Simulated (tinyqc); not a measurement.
Worked calculation: solid solubility of a dopant against its melt (retrograde solidus), clustering and the electrically active fraction. Computed by tinyqc, a small Python program that keeps every step. Command: `OMP_NUM_THREADS=1 python tinyqc.py 3021115 3021116 out.jsonl retro walk`. One thread of a shared host (Intel(R) Xeon(R) Processor @ 2.30GHz), about 0.01 s of CPU time with the checks. Intermediate numbers are printed to about 7 digits and carried at full precision; extremes and crossings named in words are read from the listed rows.

Inputs (values chosen for the exercise, of the order of those of gallium in silicon for the solubility):
```
quantity                                       value            unit
melting point of the host T_m                   1687               K
heat of melting of the host H_f                 50.2          kJ/mol
interaction L of the melt                        3.4          kJ/mol
enthalpy of transfer from melt to solid H      0.633              eV
entropy of transfer S                          -0.94             k_B
site density N0                                5e+22          1/cm^3
temperature T                                   1230               K
total dopant density N_t                     1.6e+21          1/cm^3
atoms per cluster m                                3               -
cluster scale N* at 1273 K                   3.5e+20          1/cm^3
activation energy E_b of the cluster scale      0.47              eV
anneal temperature T_a                          1150               K
prefactor of n_i                            3.91e+16  1/(cm^3 K^1.5)
energy E_i in n_i                              0.602              eV
mobility mu                                       60      cm^2/(V s)
```

Clustering: clusters that take up free electrons.

Constants: R = 8.314462618 J/(mol K); k_B = 8.617333262e-05 eV/K; e = 1.602176634e-19 C; N_A = 6.02214076e+23 1/mol.

## Liquidus and solidus at T

x_l and x_s are atom fractions of the dopant in melt and solid; the solid is dilute. Liquidus of the host: R T ln(1 - x_l) + L x_l^2 = -H_f (1 - T/T_m). Distribution: k = x_s/x_l = exp[L (1 - x_l)^2/(R T)] exp(S/k_B - H/(k_B T)), the first factor being the activity coefficient in the melt. Solubility = x_s N0; at T_m x_l = 0.

x_l = 0.7843910

distribution coefficient k = 0.001011191

x_s = 7.931694e-04

solubility = 3.965847e+19 1/cm^3

k at the melting point = 0.006397324

k has changed by a factor 0.16 from its value at T_m, while x_l has grown from 0 to 0.784.

## The retrograde maximum

The largest x_s N0 between 900 K and T_m. For an ideal melt with constant heats the maximum has x_l = H_f/(H + H_f), H in the same units.

temperature of the maximum = 1460.546 K

largest solubility = 6.363110e+19 1/cm^3

x_l there = 0.4587204

ideal-melt value H_f/(H + H_f) = 0.4511337

The maximum lies 226 K below T_m: above it the melt runs out of dopant, below it k falls as exp(-H/(k_B T)).

## The solidus

The formulas are those given above.

Against temperature:
```
T (K)        x_l            k  solubility (1/cm^3)  over the maximum
1000   0.9404167  0.000252473         1.187147e+19         0.1865670
1100   0.8896484  0.000493817         2.196617e+19         0.3452112
1200   0.8132181  0.000867847         3.528746e+19         0.5545631
1300   0.7053346  0.001411369         4.977436e+19         0.7822332
1400   0.5622052  0.002174586         6.112819e+19         0.9606653
1500   0.3853179  0.003233783         6.230173e+19         0.9791080
1580   0.2254952  0.004366033         4.922599e+19         0.7736151
1640   0.0997174  0.005423768         2.704220e+19         0.4249840
1675   0.0254686  0.006135824         7.813539e+18         0.1227943
```

Between the first rows the Arrhenius energy of the solubility is 0.58 eV, against H = 0.633 eV; it shrinks to zero at 1461 K and turns negative beyond. A crystal saturated at the maximum precipitates dopant-rich liquid on cooling and on heating alike. Below a eutectic or compound temperature another phase would set the limit.

## Active fraction after the anneal

A highly soluble donor (another dopant than that of the solidus) is limited by clustering. Donors N_a are active, and clusters hold m atoms each: N_t = N_a + m C, m C = N* (N_a/N*)^m (n/N*)^m, each atom taking one electron, n = N_a/2 + sqrt(N_a^2/4 + n_i^2), n_i = prefactor x T^1.5 exp(-E_i/(k_B T)), with N*(T) = N*(1273 K) exp[-(E_b/k_B)(1/T - 1/1273)]. Resistivity = 1/(e mu N_a).

N*(T_a) = 2.213360e+20 1/cm^3

active density N_a = 2.973828e+20 1/cm^3

active fraction = 0.1858643

resistivity = 0.3498021 milliohm cm

Doubling the dose would raise N_a by only 14 %. Caution: this clustering law is a generic form; degeneracy and a doping-dependent mobility are left out.

## Active against total

A highly soluble donor (another dopant than that of the solidus) is limited by clustering. Donors N_a are active, and clusters hold m atoms each: N_t = N_a + m C, m C = N* (N_a/N*)^m (n/N*)^m, each atom taking one electron, n = N_a/2 + sqrt(N_a^2/4 + n_i^2), n_i = prefactor x T^1.5 exp(-E_i/(k_B T)), with N*(T) = N*(1273 K) exp[-(E_b/k_B)(1/T - 1/1273)].

Active density (1/cm^3):
```
N_t (1/cm^3)    N_a at T_a   fraction  N_a at T_a + 150 K  N_a at T_a - 150 K
1.00e+19      9.999997e+18  0.9999997        1.000000e+19        9.999931e+18
3.00e+19      2.999857e+19  0.9999524        2.999989e+19        2.995214e+19
1.00e+20      9.829550e+19  0.9829550        9.987625e+19        8.114601e+19
2.00e+20      1.637099e+20  0.8185496        1.935483e+20        1.060548e+20
5.00e+20      2.289161e+20  0.4578322        3.330741e+20        1.330924e+20
1.00e+21      2.700176e+20  0.2700176        4.110108e+20        1.530069e+20
2.00e+21      3.105558e+20  0.1552779        4.813245e+20        1.739085e+20
5.00e+21      3.674182e+20  0.0734836        5.752572e+20        2.042735e+20
```

The exponent d ln N_a/d ln N_t falls from 1.00 to 0.18, towards 1/(2m) = 0.167. At the highest dose a 150 K hotter anneal gives 1.57 times the active density, and a later step 150 K cooler would cut it to 0.56 if it ran to equilibrium: short hot anneals come last.

Checks made by the program: the ideal-melt maximum (relative difference 2e-08).
